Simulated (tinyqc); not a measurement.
Time-dependent dielectric breakdown: cell percolation, Weibull statistics, area scaling and voltage extrapolation: one step, computed by the program tinyqc.

The oxide is divided into columns of area a^2, each holding m = t_ox/a cells (m is taken as continuous). A share lambda(t) = (t/t_1)^alpha of the cells is defective, and a column whose cells are all defective breaks down.

Problem. Projection to use conditions. All three voltage laws share the slope n at the stress voltage. Factor t(V_u)/t(V): E law exp(n (1 - V_u/V)); 1/E law exp(n (V/V_u - 1)); power law (V/V_u)^n. Temperatures in kelvin are T(C) + 273.15. Temperature factor exp[(E_a/k_B)(1/T_u - 1/T)]; area factor (A/A_u)^(1/beta); percentile factor (-ln(1 - F))^(1/beta); life = t63 x all four; 1 year = 3.15576e7 s.

Inputs (values chosen for the exercise, for a model gate oxide):
```
quantity                                                  value  unit
test area A                                                3000  um^2
product area A_u                                          2e+06  um^2
stress voltage V                                           6.11     V
use voltage V_u                                             3.8     V
local exponent n = -d ln t/d ln V at the stress voltage      42     -
activation energy E_a                                      0.56    eV
stress temperature T                                        105     C
use temperature T_u                                          85     C
allowed failure fraction F                               0.0001     -
```

Voltage law used: power.

Weibull slope beta = 2.475

characteristic life t63 = 10475.50 s

Constants: k_B = 8.617333262e-05 eV/K.

Give: voltage factor; temperature factor; area factor; percentile factor; projected life.

Solution.

voltage factor = 4.6007e+08

temperature factor = 2.6108

area factor = 0.072281

percentile factor = 0.024202

projected life = 697.49 years

Area and percentile together cost 2.8 decades, voltage and temperature return 9.1; a ten-year target is met. Caution: t_1 is an input here; in a real oxide it changes with thickness at fixed voltage.
